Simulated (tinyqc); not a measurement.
Inside a calculation. Method: empirical pseudopotential in a few plane waves. Computed by tinyqc, a small Python program that keeps every step. Settings: plane-wave index or count = 15. Command: `OMP_NUM_THREADS=1 python tinyqc.py 24355 24356 out.jsonl` (the two numbers bound the seeds that draw the settings). One thread of a shared host (Intel(R) Xeon(R) Processor @ 2.60GHz), about 0.2 s of CPU time with the checks.

## Bloch Hamiltonian at G

Parameters chosen for this model: fcc lattice, atoms at +/- a/8 (1,1,1); form factors in rydberg at |G|^2 in units of (2 pi/a)^2:
```
parameter                 value      unit
a                      5.320000  angstrom
VS(3)                 -0.208000        Ry
VS(8)                  0.044000        Ry
VS(11)                 0.034000        Ry
VA(3)                  0.104000        Ry
VA(4)                  0.076000        Ry
VA(11)                 0.018000        Ry
hbar^2/2m (2 pi/a)^2   5.314463        eV
```

k point G (2 pi / a): [0, 0, 0]

Basis: the 15 shortest G (labels in 2 pi/a), the same at every k. H(G,G') = c |k + G|^2 delta + VS(|G-G'|^2) cos((G-G').tau) + i VA sin((G-G').tau), tau = a/8 (1,1,1); 1 Ry = 13.605693 eV.

H(k) at G (eV), order +0+0+0, -1-1-1, -1-1+1, -1+1-1, -1+1+1, +1-1-1, +1-1+1, +1+1-1, +1+1+1, -2+0+0, +0-2+0, +0+0-2, +0+0+2, +0+2+0, +2+0+0:
```
[[0.000000, 2.001101+1.000550i, -2.001101+1.000550i, -2.001101+1.000550i, -2.001101-1.000550i, -2.001101+1.000550i, -2.001101-1.000550i, -2.001101-1.000550i, 2.001101-1.000550i, 0.000000+1.034033i, 0.000000+1.034033i, 0.000000+1.034033i, 0.000000-1.034033i, 0.000000-1.034033i, 0.000000-1.034033i],
 [2.001101-1.000550i, 15.943389, 0.000000-1.034033i, 0.000000-1.034033i, -0.598650, 0.000000-1.034033i, -0.598650, -0.598650, 0.000000, -2.001101-1.000550i, -2.001101-1.000550i, -2.001101-1.000550i, -0.327103+0.173172i, -0.327103+0.173172i, -0.327103+0.173172i],
 [-2.001101-1.000550i, 0.000000+1.034033i, 15.943389, 0.598650, 0.000000-1.034033i, 0.598650, 0.000000-1.034033i, 0.000000, -0.598650, -2.001101+1.000550i, -2.001101+1.000550i, 0.327103+0.173172i, 2.001101-1.000550i, -0.327103-0.173172i, -0.327103-0.173172i],
 [-2.001101-1.000550i, 0.000000+1.034033i, 0.598650, 15.943389, 0.000000-1.034033i, 0.598650, 0.000000, 0.000000-1.034033i, -0.598650, -2.001101+1.000550i, 0.327103+0.173172i, -2.001101+1.000550i, -0.327103-0.173172i, 2.001101-1.000550i, -0.327103-0.173172i],
 [-2.001101+1.000550i, -0.598650, 0.000000+1.034033i, 0.000000+1.034033i, 15.943389, 0.000000, 0.598650, 0.598650, 0.000000-1.034033i, 2.001101+1.000550i, -0.327103+0.173172i, -0.327103+0.173172i, -2.001101-1.000550i, -2.001101-1.000550i, 0.327103-0.173172i],
 [-2.001101-1.000550i, 0.000000+1.034033i, 0.598650, 0.598650, 0.000000, 15.943389, 0.000000-1.034033i, 0.000000-1.034033i, -0.598650, 0.327103+0.173172i, -2.001101+1.000550i, -2.001101+1.000550i, -0.327103-0.173172i, -0.327103-0.173172i, 2.001101-1.000550i],
 [-2.001101+1.000550i, -0.598650, 0.000000+1.034033i, 0.000000, 0.598650, 0.000000+1.034033i, 15.943389, 0.598650, 0.000000-1.034033i, -0.327103+0.173172i, 2.001101+1.000550i, -0.327103+0.173172i, -2.001101-1.000550i, 0.327103-0.173172i, -2.001101-1.000550i],
 [-2.001101+1.000550i, -0.598650, 0.000000, 0.000000+1.034033i, 0.598650, 0.000000+1.034033i, 0.598650, 15.943389, 0.000000-1.034033i, -0.327103+0.173172i, -0.327103+0.173172i, 2.001101+1.000550i, 0.327103-0.173172i, -2.001101-1.000550i, -2.001101-1.000550i],
 [2.001101+1.000550i, 0.000000, -0.598650, -0.598650, 0.000000+1.034033i, -0.598650, 0.000000+1.034033i, 0.000000+1.034033i, 15.943389, -0.327103-0.173172i, -0.327103-0.173172i, -0.327103-0.173172i, -2.001101+1.000550i, -2.001101+1.000550i, -2.001101+1.000550i],
 [0.000000-1.034033i, -2.001101+1.000550i, -2.001101-1.000550i, -2.001101-1.000550i, 2.001101-1.000550i, 0.327103-0.173172i, -0.327103-0.173172i, -0.327103-0.173172i, -0.327103+0.173172i, 21.257852, 0.598650, 0.598650, -0.598650, -0.598650, 0.000000],
 [0.000000-1.034033i, -2.001101+1.000550i, -2.001101-1.000550i, 0.327103-0.173172i, -0.327103-0.173172i, -2.001101-1.000550i, 2.001101-1.000550i, -0.327103-0.173172i, -0.327103+0.173172i, 0.598650, 21.257852, 0.598650, -0.598650, 0.000000, -0.598650],
 [0.000000-1.034033i, -2.001101+1.000550i, 0.327103-0.173172i, -2.001101-1.000550i, -0.327103-0.173172i, -2.001101-1.000550i, -0.327103-0.173172i, 2.001101-1.000550i, -0.327103+0.173172i, 0.598650, 0.598650, 21.257852, 0.000000, -0.598650, -0.598650],
 [0.000000+1.034033i, -0.327103-0.173172i, 2.001101+1.000550i, -0.327103+0.173172i, -2.001101+1.000550i, -0.327103+0.173172i, -2.001101+1.000550i, 0.327103+0.173172i, -2.001101-1.000550i, -0.598650, -0.598650, 0.000000, 21.257852, 0.598650, 0.598650],
 [0.000000+1.034033i, -0.327103-0.173172i, -0.327103+0.173172i, 2.001101+1.000550i, -2.001101+1.000550i, -0.327103+0.173172i, 0.327103+0.173172i, -2.001101+1.000550i, -2.001101-1.000550i, -0.598650, 0.000000, -0.598650, 0.598650, 21.257852, 0.598650],
 [0.000000+1.034033i, -0.327103-0.173172i, -0.327103+0.173172i, -0.327103+0.173172i, 0.327103+0.173172i, 2.001101+1.000550i, -2.001101+1.000550i, -2.001101+1.000550i, -2.001101-1.000550i, 0.000000, -0.598650, -0.598650, 0.598650, 0.598650, 21.257852]]
```

## Levels at G

Diagonalise the Hermitian matrix.

eigenvalues (eV): [-3.147421, 11.919395, 11.919395, 11.919395, 13.597769, 16.101954, 16.101954, 16.101954, 20.060551, 20.060551, 21.056023, 23.925981, 23.925981, 23.925981, 27.624764]

## Bands along a path

The same steps at evenly spaced points between the labelled ones.

Bands along the path (eV), lowest eight:
```
k            band 1     band 2     band 3     band 4     band 5     band 6     band 7     band 8
L         -1.105915   4.848926  11.033371  11.033371  13.720825  16.091457  16.091457  20.241080
L-G 0.25  -1.717818   5.795335  11.047647  11.047647  13.753957  16.240452  16.240452  20.469814
L-G 0.50  -2.447644   7.674355  11.303240  11.303240  14.107258  16.694220  16.694220  19.231137
L-G 0.75  -2.965079  10.035194  11.695987  11.695987  14.427486  16.504699  16.504699  16.829033
G         -3.147421  11.919395  11.919395  11.919395  13.597769  16.101954  16.101954  16.101954
G-X 0.25  -2.904017  10.174644  11.181557  11.181557  15.172957  15.554640  17.297133  17.297133
G-X 0.50  -2.209303   8.068519  10.080902  10.080902  13.886139  15.100759  19.289510  19.703090
G-X 0.75  -1.213060   6.243891   9.367295   9.367295  12.837153  13.768674  22.462788  22.462788
X         -0.368609   5.178305   9.210875   9.210875  12.491608  13.438475  25.375015  25.459315
```

With 4 band(s) filled, the highest filled level on these points lies at G and the lowest empty one at X: a gap of 0.5722 eV, indirect. This holds for the small fixed basis; with all plane waves up to |k + G|^2 = 21 (2 pi/a)^2 the gap along the path is 0.47 eV.

## Convergence with the number of plane waves

Levels at G counted from the fourth one.

Levels (eV):
```
plane waves     level 1   level 5   level 8
9            -16.611478  2.068065  2.369333
15           -15.066816  1.678374  4.182558
27           -14.309905  1.406127  4.505509
51           -14.170598  1.391813  4.520642
59           -14.131717  1.418318  4.408711
65           -14.128795  1.419344  4.396305
89           -14.123145  1.419853  4.399904
```
